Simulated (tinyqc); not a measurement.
Inside a calculation. Model: space-charge-limited current through a thin insulating or semi-insulating film with traps. Computed by tinyqc, a small Python program that keeps every step. Command: `OMP_NUM_THREADS=1 python tinyqc.py 3000618 3000619 out.jsonl sclc walk`. One thread of a shared host (Intel(R) Xeon(R) Processor @ 2.30GHz), about 0.01 s of CPU time with the checks. Intermediate numbers are printed to about 5 digits and carried at full precision; extremes and crossings named in words are read from the listed rows.

One ohmic injecting contact at x = 0 (field zero), drift only, non-degenerate free carriers.

Inputs (values chosen for the exercise, modelled on semi-insulating GaAs):
```
quantity                                            value        unit
permittivity eps                                     12.9           -
band mobility mu                                     3500  cm^2/(V s)
effective density of states N_c                   4.7e+17      1/cm^3
trap density N_t                                  2.9e+15      1/cm^3
equilibrium Fermi level below the band edge, E_0     0.58          eV
thickness d                                          1600          nm
free density at the anode, in units of N_c        3.2e-05           -
temperature T                                         250           K
characteristic temperature T_c                        500           K
```

Traps: exponential tail.

Constants: k_B = 8.617333262e-05 eV/K; e = 1.602176634e-19 C; eps_0 = 8.8541878128e-12 F/m.

## Equilibrium and landmark voltages

Free density n_0 = N_c exp(-E_0/k_B T) in equilibrium; trapped density n_t(n) = N_t (n/N_c)^(T/T_c) (the low-temperature form). theta = n/(n + n_t) at the anode density; trap-filled-limit voltage V_TFL = e (N_t - n_t(n_0)) d^2/(2 eps eps_0).

n_0 = 9.5458e+05 1/cm^3

n_t(n_0) = 4.1329e+09 1/cm^3

theta = 0.47830

V_TFL = 5.2069 V

## One point of the curve

J = e mu n F and (eps eps_0/e) dF/dx = n - n_0 + n_t(n) - n_t(n_0) = rho(n). With F = J/(e mu n): d = (eps eps_0 J/(e^2 mu)) I_1 and V = (eps eps_0 J^2/(e^3 mu^2)) I_2, I_k = int_(n_L)^infinity dn/(n^(k+1) rho(n)), n_L the density at the anode; with u = n_L/n, 200 Gauss-Legendre points in t, u = 1 - (1 - t)^2. Anode field J/(e mu n_L); Mott-Gurney current (9/8) eps eps_0 mu V^2/d^3; ohmic current e n_0 mu V/d.

I_1 = 1.1927e-27 cm^6

I_2 = 5.0918e-41 cm^9

current density J = 10.552 A/cm^2

voltage V = 0.12853 V

anode field over mean field V/d = 1.5575

trap-free Mott-Gurney current = 18.138 A/cm^2

ohmic current = 4.3000e-07 A/cm^2

J is 0.582 times the trap-free law and 2.45e7 times the ohmic current; theta is 0.478. The field ratio is 1 for ohmic flow, 3/2 for the square law and 2 for a uniform fixed charge; here 1.56. Caution: V is below 10 k_B T/e, where diffusion from the contact, left out here, dominates.

## The whole curve

The last column is d ln J/d ln V up to the next row.

Current against voltage:
```
n_L (1/cm^3)       V (V)  J (A/cm^2)   slope
1.00e+06      2.4578e-06  1.0711e-11  1.9651
9.40e+06      3.2804e-05  1.7428e-09  2.7446
8.70e+07      1.1902e-04  5.9892e-08  2.9065
8.20e+08      3.8713e-04  1.8459e-06  2.9316
7.60e+09      1.2253e-03  5.4083e-05  2.8731
7.10e+10      4.0230e-03  1.6463e-03  2.7161
6.60e+11      1.4601e-02  5.4590e-02  2.4729
6.20e+12      6.5630e-02  2.2450e+00  2.2407
5.80e+13      3.9003e-01  1.2178e+02  2.0989
5.40e+14      2.9324e+00  8.4029e+03  2.0357
5.00e+15      2.5001e+01  6.5933e+05  2.0121
4.70e+16      2.2829e+02  5.6470e+07       -
```

The slope starts at 1.97, peaks at 2.9 between 3.87e-4 and 0.00123 V and ends at 2.01. Rows below 0.22 V (10 k_B T/e) are formal, since diffusion from the contact rules there. Self-heating is left out, although J V exceeds 1e5 W/cm^2 at the last row. The last rows ignore velocity saturation (mu V/d above 1e7 cm/s). An exponential tail gives the power law T_c/T + 1 = 3.00, which the middle rows approach.

Checks made by the program: trap-free limit against the Mott-Gurney law (relative difference 5e-08).
